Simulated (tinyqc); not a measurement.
Worked calculation: MP2 on RHF in the 6-311g basis, for H2, spin multiplicity 1. One step of it, computed by the program tinyqc.

Question. Iteration 6 (converged): orbitals. Diagonalise F' = X^T F X, C = X C', fill 1 alpha and 1 beta electrons from the bottom; D = 2 C_occ C_occ^T. Each column has its largest component positive (the first on a tie).

converged F (hartree), order 1H 1s, 1H 2s, 1H 3s, 2H 1s, 2H 2s, 2H 3s:
$$\begin{pmatrix}
0.666473 & -0.368161 & -0.427120 & -0.386012 & -0.421867 & -0.384263 \\
-0.368161 & -0.300171 & -0.360943 & -0.421867 & -0.435992 & -0.381526 \\
-0.427120 & -0.360943 & -0.259928 & -0.384263 & -0.381526 & -0.283629 \\
-0.386012 & -0.421867 & -0.384263 & 0.666473 & -0.368161 & -0.427120 \\
-0.421867 & -0.435992 & -0.381526 & -0.368161 & -0.300171 & -0.360943 \\
-0.384263 & -0.381526 & -0.283629 & -0.427120 & -0.360943 & -0.259928
\end{pmatrix}$$

X, order 1H 1s, 1H 2s, 1H 3s, 2H 1s, 2H 2s, 2H 3s:
$$\begin{pmatrix}
1.376385 & -0.754932 & 0.214058 & 0.042995 & -0.006931 & -0.041018 \\
-0.754932 & 2.233504 & -1.071041 & -0.006931 & -0.426393 & 0.289261 \\
0.214058 & -1.071041 & 2.415524 & -0.041018 & 0.289261 & -1.228266 \\
0.042995 & -0.006931 & -0.041018 & 1.376385 & -0.754932 & 0.214058 \\
-0.006931 & -0.426393 & 0.289261 & -0.754932 & 2.233504 & -1.071041 \\
-0.041018 & 0.289261 & -1.228266 & 0.214058 & -1.071041 & 2.415524
\end{pmatrix}$$

Give: F' = X^T F X; orbital energies; coefficients C; D after iteration 6.

Answer.

F' = X^T F X (hartree):
$$\begin{pmatrix}
1.7160 & -1.1775 & 0.0081 & -0.0887 & -0.1907 & -0.1282 \\
-1.1775 & 0.9385 & -0.3812 & -0.1907 & -0.2053 & -0.0319 \\
0.0081 & -0.3812 & 0.1822 & -0.1282 & -0.0319 & -0.1313 \\
-0.0887 & -0.1907 & -0.1282 & 1.7160 & -1.1775 & 0.0081 \\
-0.1907 & -0.2053 & -0.0319 & -1.1775 & 0.9385 & -0.3812 \\
-0.1282 & -0.0319 & -0.1313 & 0.0081 & -0.3812 & 0.1822
\end{pmatrix}$$

orbital energies (hartree): MO1 -0.5398, MO2 0.1333, MO3 0.3232, MO4 0.5692, MO5 2.5594, MO6 2.6281

coefficients C, order 1H 1s, 1H 2s, 1H 3s, 2H 1s, 2H 2s, 2H 3s:
$$\begin{pmatrix}
0.1660 & 0.0995 & -0.0456 & -0.0971 & -1.0872 & -1.1326 \\
0.3062 & 0.0553 & -0.8011 & -1.4040 & 1.6638 & 1.2220 \\
0.1584 & 1.6643 & 0.8805 & 1.9182 & -1.0709 & -0.4743 \\
0.1660 & -0.0995 & -0.0456 & 0.0971 & 1.0872 & -1.1326 \\
0.3062 & -0.0553 & -0.8011 & 1.4040 & -1.6638 & 1.2220 \\
0.1584 & -1.6643 & 0.8805 & -1.9182 & 1.0709 & -0.4743
\end{pmatrix}$$

D after iteration 6, order 1H 1s, 1H 2s, 1H 3s, 2H 1s, 2H 2s, 2H 3s:
$$\begin{pmatrix}
0.0551 & 0.1016 & 0.0526 & 0.0551 & 0.1016 & 0.0526 \\
0.1016 & 0.1875 & 0.0970 & 0.1016 & 0.1875 & 0.0970 \\
0.0526 & 0.0970 & 0.0502 & 0.0526 & 0.0970 & 0.0502 \\
0.0551 & 0.1016 & 0.0526 & 0.0551 & 0.1016 & 0.0526 \\
0.1016 & 0.1875 & 0.0970 & 0.1016 & 0.1875 & 0.0970 \\
0.0526 & 0.0970 & 0.0502 & 0.0526 & 0.0970 & 0.0502
\end{pmatrix}$$
